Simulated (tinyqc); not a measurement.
What each parameter does: temperature and isotope dependence of a band gap in oscillator models.

E(T) = E0 - sum_i sl_i th_i n_i(T), n = 1/(exp(th/T) - 1). The same coupling lowers the gap at 0 K by the zero-point term ZP = sum_i sl_i th_i/2, so the gap of the static lattice is E0 + ZP. Thermal expansion is taken as part of the slopes.

Parameters, chosen for this exercise (near those of diamond; the results hold for these values, not for the real material):
```
symbol  value             unit   meaning
E0      5.488             eV     gap at 0 K
th      (597, 1666)       K      temperatures of two oscillators
sl      (0.1672, 0.4298)  meV/K  their high-temperature slopes
T       50                K      temperature
```

Gap at T, slope -sum sl_i (th_i/T)^2 n_i (1 + n_i) and ZP.

Results for these values:
```
case  E(T) (eV)  dE/dT (meV/K)  ZP (meV)
base     5.4880        -0.0002    407.93
```

What happens to each result for E0 = 5.498 eV, all else kept?

Answer: E(T) rises from 5.4880 to 5.4980; dE/dT does not change at the printed digits; ZP does not change at the printed digits.

The same for each parameter in turn:
```
case                         E(T) (eV)  dE/dT (meV/K)  ZP (meV)
base                            5.4880        -0.0002    407.93
T = 90 K                        5.4879        -0.0097    407.93
E0 = 5.498 eV                   5.4980        -0.0002    407.93
th = (597, 1999) K              5.4880        -0.0002    479.49
sl = (0.2174, 0.4298) meV/K     5.4880        -0.0002    422.92
```

tinyqc: `OMP_NUM_THREADS=1 python tinyqc.py 1850838 1850839 out.jsonl`; about 0.01 s, one thread, shared Intel(R) Xeon(R) Processor @ 2.30GHz.
